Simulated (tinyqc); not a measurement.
Long-channel MOSFET, surface-potential model: one step of the calculation.

n-channel transistor on a uniformly doped p-type body, gradual-channel approximation, constant mobility, Boltzmann statistics, full ionisation. Potentials are counted from the neutral body; V is the electron quasi-Fermi potential, Vsb at the source and Vsb + Vds at the drain. Charges are magnitudes per area.

Task. Inversion charge along the channel. The surface potential psi at channel potential V solves Vgs + Vsb - Vfb - psi = gamma sqrt(G), G = psi - Vt + Vt exp((psi - 2 phiF - V)/Vt). Charge sheet: Qi = Cox gamma [sqrt(G) - sqrt(psi - Vt)]. Pao-Sah: Qi = (Cox gamma/2) integral from 3 Vt to psi of exp((u - 2 phiF - V)/Vt)/sqrt(G(u, V)) du.

Inputs (values chosen for the exercise); material values close to those of silicon: temperature T = 400 K; flat-band voltage Vfb = -0.93 V; source-body reverse bias Vsb = 0.5 V; gate-source voltage Vgs = 0.46 V.

Constants: q = 1.602176634e-19 C, kB = 1.380649e-23 J/K, Vt = kB T/q. Results are converted to the units shown.

V, point 0 to 10 (V): 0.5  0.505  0.51  0.515  0.52  0.525  0.53  0.535  0.54  0.545  0.55
phiF = 0.34675586 V
Cox = 0.61740012 uF/cm^2
gamma = 0.23994296 V^0.5

Wanted: psi; Qi, charge sheet; Qi, Pao-Sah.

Result.

```
point  psi (V)  Qi, charge sheet (nC/cm^2)  Qi, Pao-Sah (nC/cm^2)
0        1.354                       160.5                  162.3
1        1.359                       157.6                  159.4
2        1.363                       154.8                  156.5
3        1.367                       151.9                  153.6
4        1.371                       149.1                  150.7
5        1.375                       146.2                  147.9
6        1.379                       143.4                  145.0
7        1.384                       140.6                  142.1
8        1.388                       137.7                  139.3
9        1.392                       134.9                  136.4
10       1.396                       132.1                  133.6
```

At the source the charge-sheet charge is 1.1 % below the Pao-Sah one.

Computed by the program tinyqc: `OMP_NUM_THREADS=1 python tinyqc.py 2360167 2360168 out.jsonl`, one thread of a shared Intel Xeon 2.30GHz, about 0.08 s for the whole run.
